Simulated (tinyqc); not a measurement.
## Off-state leakage of single and stacked transistors: subthreshold current against the height of the stack

n-channel devices of unit width. Subthreshold current I(Vg, Vs, Vd) = I0 (T/300 K)^0.5 exp[(Vg - Vs - VT(T) - gb (Vs - Vb) + dd (Vd - Vs))/(nf Vt)] (1 - exp(-(Vd - Vs)/Vt)), VT(T) = VT - cT (T - 300 K). Gate-edge tunnelling Ig (Vd/1 V) exp(ag (Vd - 1 V)), for a gate at 0 V, and band-to-band leakage Ab u exp(-Bb/u), u = Vd - Vb + 1 V, flow at a drain held at V; both are taken as independent of T. In a stack of off transistors (all gates at 0 V) the same subthreshold current passes through each.

All n gates at 0 V, bottom source at 0 V, top drain at V; node voltages follow from equal currents.

Values chosen for this exercise; values of the order met in bulk silicon logic transistors:
```
symbol,value,unit,meaning
T,300,K,temperature
V,0.7,V,supply voltage
VT,0.35,V,"threshold at 300 K, zero drain and body bias"
cT,0.6,mV/K,fall of the threshold with temperature
I0,0.12,uA/um,current at threshold at 300 K
nf,1.46,,slope factor
dd,0.16,,drain-induced lowering per volt
gb,0.23,,rise of the threshold per volt of source-body bias
Vb,0,V,body voltage
```

Constants: q = 1.602176634e-19 C, kB = 1.380649e-23 J/K, Vt = kB T/q. Results are converted to the units shown.

Subthreshold current against the height of the stack:

| n | I (nA/um) | reduction factor | drain voltage of the bottom device (mV) | source voltage of the top device (mV) | voltage across the top device (V) |
|---|---|---|---|---|---|
| 1 | 0.21911 | 1.0000 | 700.00 | 0 | 0.70000 |
| 2 | 0.014515 | 15.096 | 73.707 | 73.707 | 0.62629 |
| 3 | 0.0070374 | 31.136 | 21.778 | 93.365 | 0.60664 |
| 4 | 0.0046272 | 47.354 | 12.735 | 104.75 | 0.59525 |
| 5 | 0.0034436 | 63.630 | 9.0033 | 112.77 | 0.58723 |
| 6 | 0.0027412 | 79.935 | 6.9635 | 118.97 | 0.58103 |

The second transistor cuts the current by a factor of 15.1, the third by a further 2.06 and the sixth by 1.26. The top device keeps 83.0 % of the supply at n = 6, while the drain voltage of the bottom one falls to 0.269 Vt.

Computed by the program tinyqc: `OMP_NUM_THREADS=1 python tinyqc.py 2242203 2242204 out.jsonl`, one thread of a shared Intel Xeon 2.30GHz, about 0.03 s for the whole run.
